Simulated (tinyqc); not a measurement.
Inside a calculation: mean-field antiferromagnet of the Hubbard model on the simple cubic lattice. Values are carried at full precision from step to step, so a last printed digit may differ when a step is redone from the rounded ones.

e(k) = -2 t (cx + cy + cz) - 4 t2 (cx cy + cy cz + cz cx), ci = cos ki; one electron a site; Q = (pi, pi, pi). <n_up - n_dn> = m cos(Q.R) gives Delta = U m/2 and bands E = e+ -/+ sqrt(e-^2 + Delta^2), e+- = (e(k) +- e(k + Q))/2 (the constant U/2 is dropped). Means run over the mesh k_i = 2 pi (j + 1/2)/N of the whole zone: mu from mean(f(E-) + f(E+)) = 1; m(out) = mean of Delta (f(E-) - f(E+))/sqrt(e-^2 + Delta^2); free energy per site F = -kT mean[ln(1 + exp(-(E- - mu)/kT)) + ln(1 + exp(-(E+ - mu)/kT))] + mu + U m^2/4.

Constants: kB = 8.617333262e-05 eV/K.

Values chosen for the exercise: t = 0.99 eV (nearest hopping); t2 = 0 eV (second hopping); N = 4 (mesh); U = 6.19 eV (on-site repulsion); m0 = 0.75 (starting staggered moment); T = 100 K.

## Folded levels on the mesh

Collect the points with equal |e-| and e+.

Classes of points:
```
|e-| (eV)  e+ (eV)  points
1.4001      0.0000      48
4.2002      0.0000      16
```

## One mean-field step

From m = m0 form Delta, the two bands of each class and m(out).

Delta = 2.3213 eV

E-, E+ and Delta/sqrt(e-^2 + Delta^2) of each class:
```
|e-| (eV)  E- (eV)  E+ (eV)  Delta/sqrt(e-^2 + Delta^2)
1.4001     -2.7108   2.7108                      0.8563
4.2002     -4.7990   4.7990                      0.4837
```

m(out) = 0.7631

m(out) is above m0, so the next step starts from a larger moment.

## Self-consistency

Repeat with m = m(out) until |m(out) - m| < 1e-8; F(0) is the free energy at m = 0.

Iterations:
```
step         m  Delta (eV)    m(out)     F (eV)
1     0.750000     2.32125  0.763149  -2.362366
2     0.763149     2.36195  0.767709  -2.362727
3     0.767709     2.37606  0.769260  -2.362770
4     0.769260     2.38086  0.769784  -2.362775
5     0.769784     2.38248  0.769961  -2.362775
6     0.769961     2.38303  0.770020  -2.362776
7     0.770020     2.38321  0.770041  -2.362776
8     0.770041     2.38328  0.770047  -2.362776
9     0.770047     2.38330  0.770050  -2.362776
10    0.770050     2.38330  0.770050  -2.362776
11    0.770050     2.38331  0.770051  -2.362776
12    0.770051     2.38331  0.770051  -2.362776
13    0.770051     2.38331  0.770051  -2.362776
14    0.770051     2.38331  0.770051  -2.362776
```

m = 0.7701
Delta = 2.3833 eV
lowest E+ minus highest E- on the mesh = 5.5282 eV
F - F(0) = -262.67 meV

Converged in 14 steps. The ordered state lies 262.67 meV a site below the paramagnet and is an insulator on this mesh. A mesh of N = 16 gives m = 0.781 and F - F(0) = -366.2 meV.

## Checks

- Energy gain at U = 400 t against the exchange limit -z t^2/U a site (z neighbours), counted from -U/4 (eV): both -0.0148.

tinyqc: `OMP_NUM_THREADS=1 python tinyqc.py 1651053 1651054 out.jsonl`; about 0.09 s, one thread, shared Intel(R) Xeon(R) Processor @ 2.30GHz.
